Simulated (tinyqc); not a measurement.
Worked calculation: phonon transmission through an interface between two chains by Green functions. Computed by tinyqc, a small Python program that keeps every step. Command: `OMP_NUM_THREADS=1 python tinyqc.py 3009436 3009437 out.jsonl agf walk`. One thread of a shared host (Intel(R) Xeon(R) Processor @ 2.30GHz), about 0.01 s of CPU time with the checks. Intermediate numbers are printed to about 6 digits and carried at full precision; extremes and crossings named in words are read from the listed rows.

Two semi-infinite chains (masses m_1, m_2; springs k_1, k_2), motion along the chain. The central region holds the end atom of each chain, joined by springs k_b. lambda = omega^2 in eV/(angstrom^2 u); nu = 15.6333042 THz x sqrt(lambda).

Inputs (values chosen for the exercise, for two model chains):

| quantity | value | unit |
|---|---|---|
| mass m_1 | 70.5 | u |
| spring k_1 | 2.52 | eV/angstrom^2 |
| mass m_2 | 343 | u |
| spring k_2 | 3 | eV/angstrom^2 |
| junction spring k_b | 0.984 | eV/angstrom^2 |
| probe frequency / lower band top | 0.31 | - |
| temperature T | 200 | K |

Atoms in the interlayer: none.

Constants: nu for 1 eV/(angstrom^2 u) = 15.6333042 THz; h x 1 THz = 4.135667696 meV; k_B = 8.617333262e-05 eV/K; k_B = 1.380649e-23 J/K; h = 6.62607015e-34 J s.

## Band tops and impedances

nu_max = 15.6333042 THz x 2 sqrt(k/m); impedance Z = sqrt(k m); long-wave transmission 4 Z_1 Z_2/(Z_1 + Z_2)^2; the probe frequency is the given share of the lower band top.

band top of chain 1 = 5.91135 THz

band top of chain 2 = 2.92411 THz

Z_1 = 13.3289 sqrt(eV u)/angstrom

Z_2 = 32.0780 sqrt(eV u)/angstrom

long-wave transmission = 0.829503

probe frequency = 0.906475 THz

## Self-energies and the matrix at the probe frequency

In chain i, sin(q_i a/2) = nu/nu_max,i. An outgoing wave makes the next atom move as exp(i q_i a) times the end atom, so the lead adds the self-energy Sigma_i = -k_i exp(i q_i a) to the force-constant matrix; Gamma_i = -2 Im Sigma_i = 2 k_i sin(q_i a). A = lambda M - K - Sigma over the central atoms, with K_ii the sum of the springs at i, K_(i,i+1) = -k_b; G = inverse of A; transmission = Gamma_1 Gamma_2 |G_(first,last)|^2.

q_1 a = 0.307905 rad

q_2 a = 0.630386 rad

Gamma_1 = 1.52744 eV/angstrom^2

Gamma_2 = 3.53674 eV/angstrom^2

A (complex symmetric) (eV/angstrom^2):
```
                   end of 1           end of 2
end of 1  -0.86549+0.76372i            0.98400
end of 2            0.98400  -0.40740+1.76837i
```

## Transmission at the probe frequency

The formulas are those given above.

G_(first,last) = 0.266582-0.249695i angstrom^2/eV

transmission = 0.720720

It is below the long-wave value 0.830.

## Thermal conductance

Landauer conductance G = k_B int tau(nu) x^2 e^x/(e^x - 1)^2 d nu, x = h nu/(k_B T), from 0 to the lower band top (240 Gauss-Legendre points in s from 0 to 1, nu = nu_top sin(pi s/2)); tau is the transmission, and its thermal mean is G over the value for tau = 1 in the same window; the quantum is g_0 = pi^2 k_B^2 T/(3 h).

conductance G = 21.5860 pW/K

thermal mean of the transmission = 0.541984

G/g_0 = 0.114039

## Transmission spectrum against simple models

Long-wave value 4 Z_1 Z_2/(Z_1 + Z_2)^2. Continuum estimate, with omega = sqrt(lambda): a massless extra compliance c = 1/k_b - 1/(2 k_1) - 1/(2 k_2), tau = long-wave value/[1 + (omega c Z_1 Z_2/(Z_1 + Z_2))^2].

Transmission:

| nu/nu_top | nu (THz) | Green function | long-wave value | continuum estimate |
|---|---|---|---|---|
| 0.05 | 0.14621 | 0.826458 | 0.829503 | 0.826784 |
| 0.15 | 0.43862 | 0.802539 | 0.829503 | 0.805659 |
| 0.25 | 0.73103 | 0.756926 | 0.829503 | 0.766489 |
| 0.35 | 1.02344 | 0.693511 | 0.829503 | 0.714390 |
| 0.45 | 1.31585 | 0.616974 | 0.829503 | 0.655027 |
| 0.55 | 1.60826 | 0.531838 | 0.829503 | 0.593391 |
| 0.65 | 1.90067 | 0.441673 | 0.829503 | 0.533186 |
| 0.75 | 2.19309 | 0.348325 | 0.829503 | 0.476753 |
| 0.85 | 2.48550 | 0.250396 | 0.829503 | 0.425307 |
| 0.92 | 2.69019 | 0.173651 | 0.829503 | 0.392509 |
| 0.98 | 2.86563 | 0.083906 | 0.829503 | 0.366503 |

The transmission starts at the impedance value 0.830 and vanishes at the lower band top, 2.92 THz, above which chain 2 has no states. It first falls below half of that value at nu/nu_top = 0.75. The continuum estimate is within 0.05 up to nu/nu_top = 0.45; it leaves out dispersion.

## Conductance against temperature

The formulas are those given above.

Conductance:

| T (K) | G (pW/K) | mean transmission | G/g_0 | G for transmission 1 (pW/K) |
|---|---|---|---|---|
| 1 | 0.784605 | 0.829014 | 0.829014 | 0.946431 |
| 5 | 3.86905 | 0.817609 | 0.817609 | 4.73216 |
| 20 | 12.9491 | 0.696503 | 0.684102 | 18.5916 |
| 50 | 19.2666 | 0.579590 | 0.407142 | 33.2417 |
| 100 | 21.0627 | 0.550131 | 0.222549 | 38.2868 |
| 200 | 21.5860 | 0.541984 | 0.114039 | 39.8277 |
| 400 | 21.7223 | 0.539895 | 0.0573794 | 40.2342 |
| 800 | 21.7567 | 0.539369 | 0.0287352 | 40.3373 |

At 1 K G/g_0 = 0.829; as T goes to 0 it tends to the long-wave transmission, where only the impedances count. Towards high T all modes count more and more alike; at 800 K G is 21.8 pW/K and the mean transmission is 0.539, which is well below the low-T value.

Checks made by the program: low-frequency limit against the impedance formula (relative difference 1e-08); unitarity: Gamma_1 |G_11|^2 + Gamma_2 |G_1N|^2 = -2 Im G_11 (relative difference below 1e-10); conductance against a 1500-point midpoint sum (relative difference below 1e-10).
